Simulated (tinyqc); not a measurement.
# From eps_s back to fraction x of A

Model: two-mode optical phonons of a ternary alloy from two coupled oscillators. Computed by tinyqc, a small Python program. Command: `OMP_NUM_THREADS=1 python tinyqc.py 3017831 3017832 out.jsonl twomode inv`. One thread of a shared host (Intel(R) Xeon(R) Processor @ 2.30GHz), about 0.01 s of CPU time with the checks.

An alloy A(x)B(1-x)C has an A-C and a B-C bond oscillator. Each TO frequency moves linearly from the impurity mode (dilute end) to the TO of the pure crystal; each strength is proportional to the number of bonds.

Inputs (values chosen for the exercise, modelled on GaAs(1-x)P(x), with A-C the GaP-like and B-C the GaAs-like bond):

| quantity | value | unit |
|---|---|---|
| omega_TO of pure AC | 369.6 | 1/cm |
| omega_LO of pure AC | 399.7 | 1/cm |
| omega_TO of pure BC | 269.3 | 1/cm |
| omega_LO of pure BC | 292.1 | 1/cm |
| eps_inf of AC | 9.13 | - |
| eps_inf of BC | 10.9 | - |
| impurity mode of A in BC | 351.8 | 1/cm |
| impurity mode of B in AC | 270.7 | 1/cm |

Method:
- omega_1 = (impurity mode of A) + x (omega_TO,AC - impurity mode of A); omega_2 = (impurity mode of B) + (1 - x)(omega_TO,BC - impurity mode of B); eps_inf = x eps_AC + (1 - x) eps_BC; strengths W_1 = x eps_AC (omega_LO,AC^2 - omega_TO,AC^2), W_2 = (1 - x) eps_BC (omega_LO,BC^2 - omega_TO,BC^2).
- eps(omega) = eps_inf + W_1/(omega_1^2 - omega^2) + W_2/(omega_2^2 - omega^2) = 0 is the eigenproblem of the matrix [[omega_1^2 + W_1/eps_inf, sqrt(W_1 W_2)/eps_inf], [sqrt(W_1 W_2)/eps_inf, omega_2^2 + W_2/eps_inf]] for omega_LO^2.
- Uncoupled values keep the diagonal alone. eps_s = eps_inf + W_1/omega_1^2 + W_2/omega_2^2.

Question. A run gave the result below. Find the fraction x of A, known to lie between 0.28 and 0.53.

eps_s = 12.0363

Answer.

Each step takes the trial c = (a f_b - b f_a)/(f_b - f_a), f being the result less the target and a, b, c the logarithms of the listed values; c replaces end b, the old b replaces a if the sign of f changed, and otherwise f_a is halved.

Scan of the range:

| fraction x of A | eps_s |
|---|---|
| 0.280 | 12.2505 |
| 0.311 | 12.1857 |
| 0.346 | 12.1121 |
| 0.385 | 12.0297 |
| 0.428 | 11.9384 |
| 0.477 | 11.8338 |
| 0.530 | 11.7198 |

False position (Illinois rule, in the logarithm of the input) inside the bracket:

| step | end a | end b | trial | eps_s |
|---|---|---|---|---|
| 1 | 0.346000 | 0.385000 | 0.381738 | 12.0366 |
| 2 | 0.385000 | 0.381738 | 0.381899 | 12.0363 |
| 3 | 0.385000 | 0.381899 | 0.381901 | 12.0363 |
| 4 | 0.381899 | 0.381901 | 0.381900 | 12.0363 |

eps_s falls at every point of a 13-point scan of the range (every second point is shown), so one value fits; it is bracketed by 0.346 and 0.385. Answer: fraction x of A = 0.3819.
